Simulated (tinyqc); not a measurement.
What moves the results: Wannier-Stark ladder of a miniband. A value that a table varies takes the place of the one given here.

One state in each well j = -(Nw - 1)/2 ... (Nw - 1)/2: H_jj = j e F d, H_(j,j+1) = -W/4; 1 kV/cm = 0.01 meV/angstrom. In an infinite chain the levels are j e F d and the state of well 0 has amplitude J_j(x) in size on well j, x = W/(2 e F d).

Constants: hbar = 6.58211957e-16 eV s.

Values chosen for the exercise (near those of a non-polar GaN/AlGaN superlattice; the results hold for these values, not for the real material):

| symbol | value | unit | meaning |
|---|---|---|---|
| W | 18 | meV | miniband width |
| d | 35 | angstrom | period |
| Nw | 9 |  | wells |
| Fs | (5.4, 7.5, 10, 14, 22, 38, 82) | kV/cm | fields |
| G | 2 | meV | hbar/tau |
| F | 12 | kV/cm | field |

## Raising the field

Infinite-chain weights beside the middle spacing of the finite stack.

Results:

| F (kV/cm) | e F d (meV) | x | J_0^2 | J_1^2 | J_2^2 | middle spacing/(e F d) |
|---|---|---|---|---|---|---|
| 5.4 | 1.89 | 4.762 | 0.063 | 0.085 | 0.017 | 1.3643 |
| 7.5 | 2.62 | 3.429 | 0.136 | 0.028 | 0.218 | 1.0961 |
| 10 | 3.50 | 2.571 | 0.007 | 0.229 | 0.207 | 1.0200 |
| 14 | 4.90 | 1.837 | 0.102 | 0.339 | 0.099 | 1.0022 |
| 22 | 7.70 | 1.169 | 0.471 | 0.240 | 0.023 | 1.0001 |
| 38 | 13.30 | 0.677 | 0.790 | 0.102 | 0.003 | 1.0000 |
| 82 | 28.70 | 0.314 | 0.952 | 0.024 | 0.000 | 1.0000 |

J_0 vanishes at x = 2.405, F = 10.7 kV/cm, where the line at j = 0 disappears; J_0^2 overtakes J_1^2 for good at x = 1.435, F = 17.9 kV/cm, and reaches 0.95 in the last row. The 9 wells reproduce the middle spacing of the even ladder to 1 % from 14 kV/cm on, where the swing W/(e F d) = 2x is 3.7 periods. The lines are seen apart only where e F d exceeds their width, usually a few meV.

## Drift velocity with scattering

Esaki-Tsu: v = v0 y/(1 + y^2), y = e F d/G, v0 = W d/(2 hbar), at zero temperature; 1 angstrom/s = 1e-8 cm/s, 1 kV/cm = 0.01 meV/angstrom. The last column is dv/dF in cm^2/(V s).

Results:

| y | F (kV/cm) | v (1e6 cm/s) | dv/dF |
|---|---|---|---|
| 0.1 | 0.57 | 0.47 | 813 |
| 0.3 | 1.71 | 1.32 | 641 |
| 0.6 | 3.43 | 2.11 | 290 |
| 1.0 | 5.71 | 2.39 | 0 |
| 1.5 | 8.57 | 2.21 | -99 |
| 2.5 | 14.29 | 1.65 | -84 |
| 4.0 | 22.86 | 1.13 | -43 |

v0 = 4.79 x 1e6 cm/s
field at y = 1 = 5.71 kV/cm

The velocity peaks at v0/2 = 2.39 x 1e6 cm/s at 5.71 kV/cm and then falls: negative differential velocity, steepest at y = sqrt3 with -v0/(8 Fc) = -105 cm^2/(V s). The low-field mobility is v0/Fc = 837 cm^2/(V s). At the peak the swing is W/G = 9.0 periods, so the semiclassical picture holds.

## What each parameter does

e F d, x, J_0(x)^2 and the lowest level of the finite stack. Each row changes one parameter from the base and keeps the others.

Results:

| case | e F d (meV) | x | J_0^2 | lowest level (meV) |
|---|---|---|---|---|
| base | 4.20 | 2.143 | 0.020 | -20.30 |
| W = 14 meV | 4.20 | 1.667 | 0.174 | -19.12 |
| d = 43 angstrom | 5.16 | 1.744 | 0.139 | -23.72 |
| F = 16.8 kV/cm | 5.88 | 1.531 | 0.245 | -26.33 |
| Nw = 11 | 4.20 | 2.143 | 0.020 | -24.50 |

The largest shifts from the base row, up to three for each result and ties (the steps differ in size, so this ranks the rows, not the parameters). e F d (meV): F +1.68, d +0.96; unchanged at the printed digits by W and Nw. x: F -0.612, W -0.476, d -0.399; unchanged at the printed digits by Nw. J_0^2: F +0.224, W +0.154, d +0.118; unchanged at the printed digits by Nw. lowest level (meV): F -6.03, Nw -4.20, d -3.41.

(tinyqc, `OMP_NUM_THREADS=1 python tinyqc.py 1281969 1281970 out.jsonl`, Intel(R) Xeon(R) Processor @ 2.30GHz, 1 thread, shared host, about 0.01 s.)
